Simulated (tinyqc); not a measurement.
Inside a calculation. Model: finite-size error of a charged defect in a periodic cell: Madelung and Makov-Payne terms. Computed by tinyqc, a small Python program that keeps every step. Command: `OMP_NUM_THREADS=1 python tinyqc.py 3002449 3002450 out.jsonl imagecharge walk`. One thread of a shared host (Intel(R) Xeon(R) Processor @ 2.30GHz), about 0.01 s of CPU time with the checks. Intermediate numbers are printed to about 5 digits and carried at full precision; extremes and crossings named in words are read from the listed rows.

L is the cube root of the cell volume. The defect charge is a Gaussian, rho(r) = q (2 pi sigma^2)^(-3/2) exp(-r^2/2 sigma^2), repeated periodically in a uniform neutralising background and screened by a continuum. The model cell energy is E(L) = E_0 + [periodic - isolated electrostatic energy].

Inputs (values chosen for the exercise, for a model host):

| quantity | value | unit |
|---|---|---|
| charge q | -2 | e |
| cell length L | 15.1 | angstrom |
| dielectric constant eps | 6.71 | - |
| width sigma of the defect charge | 2.1 | angstrom |
| formation energy of the isolated defect E_0 | 1.997 | eV |

Supercell lattice: sc. Screening: isotropic.

scatter added to the six cells, standing for numerical noise (meV): -0.41  -0.012  -0.26  1.3  0.34  2.2

Constants: e^2/(4 pi eps_0) = 14.39964548 eV angstrom.

## The cell

Cell vectors: (1,0,0), (0,1,0), (0,0,1), scaled to volume L^3.

cell vectors (rows) (angstrom):
```
      1     2     3
1  15.1   0.0   0.0
2   0.0  15.1   0.0
3   0.0   0.0  15.1
```

nearest image = 15.1 angstrom

## Madelung energy

Ewald sum for a unit point charge: scale each Cartesian component of the cell by 1/sqrt(eps_i), giving R', G' and V'; E = [ (1/2) sum erfc(eta R')/R' + (2 pi/V') sum exp(-G'^2/4 eta^2)/G'^2 - eta/sqrt(pi) - pi/(2 V' eta^2) ] e^2/(4 pi eps_0) / sqrt(eps_x eps_y eps_z), over n_i = -6..6, omitting n = (0,0,0), eta = 2/V'^(1/3). alpha = -2 E eps_g L/(e^2/(4 pi eps_0)), eps_g = (eps_x eps_y eps_z)^(1/3).

terms for a unit charge (eV): real space 0.00203, reciprocal 0.01252, self -0.16036, background -0.05581

Madelung constant alpha = 2.8373

point-charge correction -q^2 E = 0.80647 eV

## Energy of the smeared charge in the cell

Periodic energy of the Gaussian: (2 pi q^2/V) sum_(G != 0) exp(-sigma^2 G^2)/(G.eps.G) x e^2/(4 pi eps_0), n_i = -k..k with k = max(9, L/sigma rounded up). Isolated energy: q^2/(2 sqrt(pi) sigma) <1/(n.eps.n)> e^2/(4 pi eps_0), the mean over directions n, here 1/eps.

periodic energy = 0.41571 eV

isolated energy = 1.1531 eV

finite-size error = -0.73738 eV

E(L) = 1.2596 eV

## Makov-Payne correction

Second radial moment Q = q <r^2> = 3 q sigma^2; E(corrected) = E(L) + q^2 alpha e^2/(4 pi eps_0)/(2 eps L) - 2 pi q Q e^2/(4 pi eps_0)/(3 eps L^3). Errors left are the corrected energies less E_0.

Q = -26.46 e angstrom^2

third-order term = -0.069084 eV

error left after the first term = 0.069083 eV

error left after both terms = -6.2883e-07 eV

third-order over first-order term, in size = 0.085662

The point-charge term alone overcorrects by 0.0691 eV, 9 % of itself; both terms leave -6.3e-7 eV, from the overlap of the Gaussian tails.

## A series of cells

Cells of the same shape with L scaled by 0.7, 0.85, 1, 1.25, 1.5 and 2; the scatter is added to E(L). The point-charge correction scales as 1/L from its value at the input L.

Scaling data:

| L (angstrom) | 1/L (1/angstrom) | E(L) (eV) | E(L) + point-charge correction (eV) |
|---|---|---|---|
| 10.570 | 0.094607 | 1.0450 | 2.1971 |
| 12.835 | 0.077912 | 1.1607 | 2.1094 |
| 15.100 | 0.066225 | 1.2594 | 2.0658 |
| 18.875 | 0.052980 | 1.3885 | 2.0337 |
| 22.650 | 0.044150 | 1.4802 | 2.0178 |
| 30.200 | 0.033113 | 1.6046 | 2.0078 |

## Ways to reach the isolated limit

Least-squares fits of E(L) to a + b/L, a + c/L^3 or a + b/L + c/L^3; the estimate is a, and errors are against E_0.

Estimates of E_0:

| way | estimate (eV) | error (meV) |
|---|---|---|
| largest cell, uncorrected | 1.6046 | -392.40 |
| largest cell, point-charge term | 2.0078 | 10.84 |
| 1/L fit, three smallest | 1.7526 | -244.35 |
| 1/L fit, all six | 1.8847 | -112.26 |
| 1/L^3 fit, all six | 1.5230 | -473.97 |
| 1/L and 1/L^3, three smallest | 1.9851 | -11.92 |
| 1/L and 1/L^3, all six | 2.0007 | 3.67 |
| corrected data, 1/L^3 fit | 1.9984 | 1.45 |

coefficient b of the full fit = -12.235 eV angstrom

Best here: corrected data, 1/L^3 fit (+1.4 meV); worst: 1/L^3 fit, all six (-474 meV). The fitted b is 100.5 % of the Madelung value -q^2 alpha e^2/(8 pi eps_0 eps_g), so such a fit also measures the screening. A pure 1/L fit lands below E_0, because the positive 1/L^3 term flattens the small-cell points.

Checks made by the program: the same sum with another eta (relative difference below 1e-10); both terms against the exact model when the clouds do not overlap (relative difference below 1e-10).
